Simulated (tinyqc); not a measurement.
What each parameter does: Kronig-Penney superlattice by transfer matrices.

Wells (width a, potential 0, mass mw) alternate with barriers (width b, height V0, mass mb); period d = a + b; c = hbar^2/2m0. The vector (psi, psi'/m) is continuous, and a layer of thickness t carries it by M = [[cos kt, (m/k) sin kt], [-(k/m) sin kt, cos kt]] with k = sqrt(m (E - V)/c); for E < V, k = i kappa gives [[cosh, (m/kappa) sinh], [(kappa/m) sinh, cosh]] of kappa t. A Bloch state obeys cos(q d) = tr(Mb Mw)/2.

Constants: hbar^2/2m0 = 3.80998211 eV angstrom^2.

Inputs chosen for the exercise (near those of the light valleys of a Si film between layers of SiO2; not measured data): a = 20 angstrom (well width); b = 6 angstrom (barrier width); V0 = 3.258 eV (barrier height); mw = 0.192 m0 (mass in the wells); mb = 0.492 m0 (mass in the barriers).

Bottom and width of the first miniband, the gap above it, and m_z = -2 c f'/d^2 with f = tr M/2.

Results for these values:

| case | bottom (eV) | width (meV) | gap (meV) | m_z (m0) |
|---|---|---|---|---|
| base | 0.2492 | 12.0 | 765.9 | 1.9409 |

What happens to each result for a = 22 angstrom, all else kept?

Answer: bottom falls from 0.2492 to 0.2168; width falls from 12.0 to 9.7; gap falls from 765.9 to 663.4; m_z rises from 1.9409 to 2.0688.

The same for each parameter in turn:

| case | bottom (eV) | width (meV) | gap (meV) | m_z (m0) |
|---|---|---|---|---|
| base | 0.2492 | 12.0 | 765.9 | 1.9409 |
| a = 22 angstrom | 0.2168 | 9.7 | 663.4 | 2.0688 |
| b = 5 angstrom | 0.2441 | 22.4 | 742.1 | 1.1583 |
| V0 = 2.769 eV | 0.2359 | 16.4 | 724.5 | 1.4474 |
| mw = 0.1728 m0 | 0.2615 | 13.5 | 817.0 | 1.7378 |
| mb = 0.5658 m0 | 0.2419 | 9.1 | 758.6 | 2.5345 |

Program tinyqc; command `OMP_NUM_THREADS=1 python tinyqc.py 1281660 1281661 out.jsonl`; about 0.05 s on one thread of a shared Intel(R) Xeon(R) Processor @ 2.30GHz.
